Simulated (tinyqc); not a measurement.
Off-state leakage of single and stacked transistors: two steps of the calculation.

n-channel devices of unit width. Subthreshold current I(Vg, Vs, Vd) = I0 (T/300 K)^0.5 exp[(Vg - Vs - VT(T) - gb (Vs - Vb) + dd (Vd - Vs))/(nf Vt)] (1 - exp(-(Vd - Vs)/Vt)), VT(T) = VT - cT (T - 300 K). Gate-edge tunnelling Ig (Vd/1 V) exp(ag (Vd - 1 V)), for a gate at 0 V, and band-to-band leakage Ab u exp(-Bb/u), u = Vd - Vb + 1 V, flow at a drain held at V; both are taken as independent of T. In a stack of off transistors (all gates at 0 V) the same subthreshold current passes through each.

Values chosen for this exercise; values of the order met in bulk silicon logic transistors: temperature T = 300 K; supply voltage V = 1.1 V; threshold at 300 K, zero drain and body bias VT = 0.33 V; fall of the threshold with temperature cT = 0.7 mV/K; current at threshold at 300 K I0 = 0.22 uA/um; slope factor nf = 1.19; drain-induced lowering per volt dd = 0.15; rise of the threshold per volt of source-body bias gb = 0.16; gate-edge tunnelling current at 1 V Ig = 0.0005 uA/um; exponential slope of the gate current ag = 5.5 1/V; prefactor of band-to-band leakage at the drain Ab = 3 uA/(um V); its exponential voltage Bb = 21 V; body voltage Vb = 0 V.

Constants: q = 1.602176634e-19 C, kB = 1.380649e-23 J/K, Vt = kB T/q. Results are converted to the units shown.

Task 1. Leakage of one transistor. Vg = Vs = 0, Vd = V; effective threshold VT(T) - gb Vb - dd V.

Find: effective threshold; parts; total; shares.

Result 1.

effective threshold = 0.16500 V
parts (nA/um): subthreshold 1.0307, gate edge 0.95329, band-to-band 0.28602
total = 2.2700 nA/um
shares (%): subthreshold 45.404, gate edge 41.996, band-to-band 12.600

The subthreshold part is the largest.

Task 2. New Vx. Stack of two, Vx the node between them: I_low = I(0, 0, Vx), I_up = I(0, Vx, V), f = ln(I_up/I_low), f' = -(1 + gb + 2 dd)/(nf Vt) - 1/(Vt (exp(Vx/Vt) - 1)) - 1/(Vt (exp((V - Vx)/Vt) - 1)), Vx(new) = Vx - f/f'.

Vx at the start = 0.113 V

Find: I_low; I_up; f; f'; Vx after iteration 1.

Result 2.

I_low = 0.0082711 nA/um
I_up = 0.0083824 nA/um
f = 0.013369
f' = -47.953 1/V
Vx after iteration 1 = 0.11328 V

Computed by the program tinyqc: `OMP_NUM_THREADS=1 python tinyqc.py 2242247 2242248 out.jsonl`, one thread of a shared Intel Xeon 2.30GHz, about 0.03 s for the whole run.
